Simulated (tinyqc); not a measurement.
Floating body of a partially depleted SOI transistor: body voltage and kink: one step of the calculation.

Source at 0 V. Channel current Ic = 2 nf K Vt^2 [F(0) - F(Vd)](1 + la Vd), F(V) = ln^2(1 + exp((Vg - VT - nf V)/(2 nf Vt))), VT = VT0 - gb Vb. Saturation voltage Vs = 2 Vt sqrt(F(0)) + 3 Vt, excess Ve = (Vd - Vs + sqrt((Vd - Vs)^2 + 0.0004 V^2))/2, multiplication M1 = Ai Ve exp(-Bl/Ve). Each junction passes D(v) = J1 (exp(v/Vt) - 1) + J2 (exp(v/(2 Vt)) - 1). Bipolar current Ib = bb J1 (exp(Vb/Vt) - 1). The body settles where M1 (Ic + Ib) = D(Vb) + D(Vb - Vd) + Vb/Rb; drain current Id = (1 + M1)(Ic + Ib) - D(Vb - Vd).

Question. Drain current with floating and with grounded body. Id and VT at the converged Vb, Id at Vb = 0, their ratio, and the bipolar share Ib/(Ic + Ib).

Parameters, values chosen for the exercise; values of the order met in partially depleted silicon-on-insulator transistors: temperature T = 330 K; threshold at zero body voltage VT0 = 0.51 V; fall of the threshold per volt of body voltage gb = 0.26; slope factor nf = 1.23; gain factor per width K = 200 uA/(V^2 um); channel-length modulation factor la = 0.08 1/V; impact-ionisation prefactor Ai = 1.88 1/V; impact-ionisation voltage Bl = 8.4 V; diffusion saturation current of each junction J1 = 6.4e-12 uA/um; recombination saturation current of each junction J2 = 3e-7 uA/um; gain of the lateral bipolar transistor on the diffusion current bb = 0; resistance of a weak body tie to the source (1e9 stands for no tie, and the term is then dropped) Rb = 1e9 kohm um; gate voltage Vg = 0.56 V; drain voltage Vd = 1.9 V.

Constants: q = 1.602176634e-19 C, kB = 1.380649e-23 J/K, Vt = kB T/q. Results are converted to the units shown.

converged Vb = 0.65062130 V

Give: VT; Id, floating; Id, grounded; ratio; bipolar share.

Answer.

VT = 0.3408 V
Id, floating = 4.705 uA/um
Id, grounded = 0.5833 uA/um
ratio = 8.066
bipolar share = 0.000 %

The body rises to 0.651 V and lowers the threshold by 169 mV.

Range of the model: The multiplication law is an empirical form chosen for the exercise; self-heating and capacitive coupling to the body are left out, and the linear laws are rough once Vb passes about 0.7 V or M1 about 0.1.

Numbers from tinyqc (`OMP_NUM_THREADS=1 python tinyqc.py 2182143 2182144 out.jsonl`; about 0.2 s on one thread of a shared Intel Xeon 2.30GHz).
